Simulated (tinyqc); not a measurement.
Raising U: Hubbard chain of 2 sites, mean field against exact. Computed by the program tinyqc. Collinear unrestricted mean field (the lowest of 40 random starts) against exact diagonalisation.

one-body matrix (hopping and site energies) (eV):
```
         1        2
1   0.0000  -0.8300
2  -0.8300   0.0000
```

electrons, up and down: 1  1

Exact and mean-field results (eV):
```
U            U/t    E exact  E mean field  mean |n_up - n_down|  double occupancy, exact  first gap in the sector
0.4100    0.4940  -1.467610     -1.455000                0.0000                   0.2194                   1.4676
0.8300    1.0000  -1.296089     -1.245000                0.0000                   0.1894                   1.2961
1.6600    2.0000  -1.025936     -0.830000                0.0005                   0.1382                   1.0259
2.4900    3.0000  -0.830000     -0.553333                0.7454                   0.1000                   0.8300
3.3200    4.0000  -0.687595     -0.415000                0.8660                   0.0732                   0.6876
4.9800    6.0000  -0.502608     -0.276667                0.9428                   0.0420                   0.5026
6.6400    8.0000  -0.391873     -0.207500                0.9682                   0.0264                   0.3919
16.6000  20.0000  -0.164372     -0.083000                0.9950                   0.0049                   0.1644
```

Estimate the missing row, U = 9.96.

Computed row:
```
U           U/t    E exact  E mean field  mean |n_up - n_down|  double occupancy, exact  first gap in the sector
9.9600  12.0000  -0.269381     -0.138333                0.9860                   0.0128                   0.2694
```

In absolute terms mean field is worst at U/t = 3.0, 0.277 eV too high: at small U it is nearly exact, and at large U it misses only exchange-scale energies. For the symmetric dimer the instability lies at U = 2t. Its local moments set in at U/t = 3.0 of those listed, a broken symmetry that the exact state of a finite cluster with equal spins does not have. Relative to the exact energy its error is 0.9 % at the smallest U, 50 % at most and 50 % at the largest. The double occupancy falls from 0.219 to 0.005; at the largest U the first gap is 0.99 times the exchange scale 4t^2/U.
